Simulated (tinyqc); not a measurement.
Voltage acceleration of oxide breakdown, four models on the same data: two steps of the calculation.

Field E = V/tox in MV/cm. Models: ln(t63/1 s) = a - c X with X = E (E model), -1/E (1/E model), ln V (power law, c the exponent n) or sqrt(E).

Parameters, values chosen for the exercise:
- tox = 5.5 nm (oxide thickness)
- Vu = 2.4 V (use voltage)
- Ts = 373 K (stress temperature)
- Tu = 328 K (use temperature)
- Ea = 0.74 eV (activation energy)
- ks = 5.3e-6 (factor for area and percentile)

Constants: q = 1.602176634e-19 C, kB = 1.380649e-23 J/K. Results are converted to the units shown.

Question 1. Fitting the models. The three stress times were made with the power model, c = 36.1, and are treated as data. For each model fit ln t63 on X by least squares over the three points.

```
stress  V (V)  t63 (s)
0        3.92  3.805e6
1        4.89     1300
2         5.5    18.66
```

Wanted: c; a; largest misfit in ln t63 (0: below 0.002).

Answer 1.

```
model       c       a  largest misfit in ln t63 (0: below 0.002)
E       4.280   45.54                                     0.3121
1/E     300.5  -26.93                                     0.2925
power   36.10   64.47                                     0.0000
sqrt E  24.90   81.58                                     0.1540
```

The worst misfit of any model is 0.31 in ln t63, a factor of 1.37 in time, comparable to the scatter of t63 from small samples, so such data hardly tell the models apart.

Question 2. Projection to use conditions. Project to Vu, multiply by exp[(Ea q/kB)(1/Tu - 1/Ts)] and by ks; ten years are 3.15576e8 s. The largest voltage for ten years solves the same relation for V.

```
model           c           a
E       4.2804446   45.539238
1/E     300.54936  -26.926548
power   36.099848   64.467526
sqrt E  24.902574   81.577679
```

Give: temperature factor; lifetime; largest voltage for ten years.

Answer 2.

temperature factor = 23.54

```
model   lifetime (years)  largest voltage for ten years (V)
E                  1.830                              2.182
1/E              6.536e6                              2.979
power              740.0                              2.704
sqrt E             27.15                              2.493
```

The lifetimes span 6.55 decades, from the E model (most cautious) to the 1/E model; the allowed voltage spans 2.18 to 2.98 V. 3 of the four models pass ten years at Vu. Lifetimes beyond a thousand years are formal extrapolations.

Range of the model: All four laws are empirical fits; none is established far below the stress range.

Program tinyqc, `OMP_NUM_THREADS=1 python tinyqc.py 2070172 2070173 out.jsonl`; Intel Xeon 2.30GHz, shared host, one thread, about 0.01 s.
